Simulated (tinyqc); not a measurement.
# From one set of inputs to another, one input at a time

Model: field-effect mobility of a thin-film transistor with band-tail and deep states (multiple trapping). Computed by tinyqc, a small Python program. Command: `OMP_NUM_THREADS=1 python tinyqc.py 3016482 3016483 out.jsonl tft ladder`. One thread of a shared host (Intel(R) Xeon(R) Processor @ 2.30GHz), about 0.2 s of CPU time with the checks.

A thick film in accumulation at small drain voltage. Only free electrons move; trapped ones still screen the gate. N_c and mu_0 are held fixed when T changes, leaving out the T^(3/2) growth of N_c. x = E_0 - psi is the distance of the Fermi level below the band edge.

The inputs printed are set A. Set A is modelled on amorphous silicon; the values taken over come from a set modelled on polycrystalline silicon. Inputs not listed in the table keep their values of set A, so the rows need not describe a real material.

Inputs (values chosen for the exercise, modelled on amorphous silicon): permittivity eps = 11.8; effective density of states N_c = 1.8e+20 1/cm^3; band mobility mu_0 = 12 cm^2/(V s); tail density at the edge g_t = 5.6e+21 1/(eV cm^3); tail width E_t = 33 meV; deep-state density g_d = 9.9e+15 1/(eV cm^3); flat-band Fermi level below the edge, E_0 = 0.4 eV; equivalent oxide thickness t = 31 nm; surface band bending psi_s as a fraction of E_0 = 0.99; temperature T = 200 K.

Deep states: included.

Constants: k_B = 8.617333262e-05 eV/K; e = 1.602176634e-19 C; eps_0 = 8.8541878128e-12 F/m.

Method:
- F_j(eta) = int_0^infinity x^j/(1 + exp(x - eta)) dx, without a gamma-function factor.
- Integrals over x = E/(k_B T) use 160 Gauss-Legendre points in u = sqrt(x) from 0 to sqrt(max(eta, 0) + 32).
- Free n(x) = N_c (2/sqrt(pi)) F_1/2(-x/k_B T), with F_1/2 from its two-term series in exp(-x/k_B T) for x >= 12 k_B T; tail n_t(x) = int_0^1.2eV g_t exp(-E/E_t)/(1 + exp((x - E)/k_B T)) dE, E counted down from the edge, 120 Gauss-Legendre points; deep charge g_d psi; space charge rho(psi) = n + n_t + g_d psi less its value at psi = 0.
- Poisson: F(psi) = sqrt((2 e/(eps eps_0)) int_0^psi rho dpsi'); V_G - V_FB = psi_s + eps F(psi_s) t/3.9; free sheet density N_f = int (n - n(E_0))/F dpsi; induced sheet density N_i = eps eps_0 F(psi_s)/e; trapezoid rule on 301 even points in psi, the first interval left out of N_f.
- mu_eff = mu_0 N_f/N_i; field-effect mobility mu_FE = mu_0 e (dN_f/dV_G)/C_ox and swing S = dV_G/dlog10(N_f), by a central difference of +/- 2 mV in psi_s; C_ox = 3.9 eps_0/t.

Each row keeps all changes above it:
```
input moved                                    from       to  V_G - V_FB (V)  swing S (mV/decade)  field-effect mobility mu_FE (cm^2/(V s))
set A                                             -        -          15.618                13520                                      5.42
tail width E_t (meV)                             33       43          18.913                12436                                      4.51
permittivity eps                               11.8     11.7          18.834                12383                                      4.51
deep-state density g_d (1/(eV cm^3))        9.9e+15  2.4e+16          18.835                12383                                      4.51
tail density at the edge g_t (1/(eV cm^3))  5.6e+21    1e+21          10.829                11946                                      9.22
temperature T (K)                               200      350          13.404                20526                                      9.55
band mobility mu_0 (cm^2/(V s))                  12      140          13.404                20526                                    111.38
effective density of states N_c (1/cm^3)    1.8e+20  2.9e+19           9.072                 8990                                     54.31
```

Which inputs carry the difference?

V_G - V_FB goes from 15.6 to 9.07, a factor 0.581 in all. The largest single move comes from tail density at the edge g_t (a factor 0.575), and temperature T works against it (a factor 1.24). Swing S goes from 13500 to 8990, a factor 0.665 in all. The largest single move comes from effective density of states N_c (a factor 0.438), and temperature T works against it (a factor 1.72). Field-effect mobility mu_FE goes from 5.42 to 54.3, a factor 10.0 in all. The largest single move comes from band mobility mu_0 (a factor 11.7), and effective density of states N_c works against it (a factor 0.488). The single moves hold for this order of the switches; the total does not depend on the order.

Caution (rows tail width E_t, permittivity eps, deep-state density g_d): the oxide field exceeds 5 MV/cm, near the limit of use.

Extremes, crossings and ranges named in words are read from the listed rows.
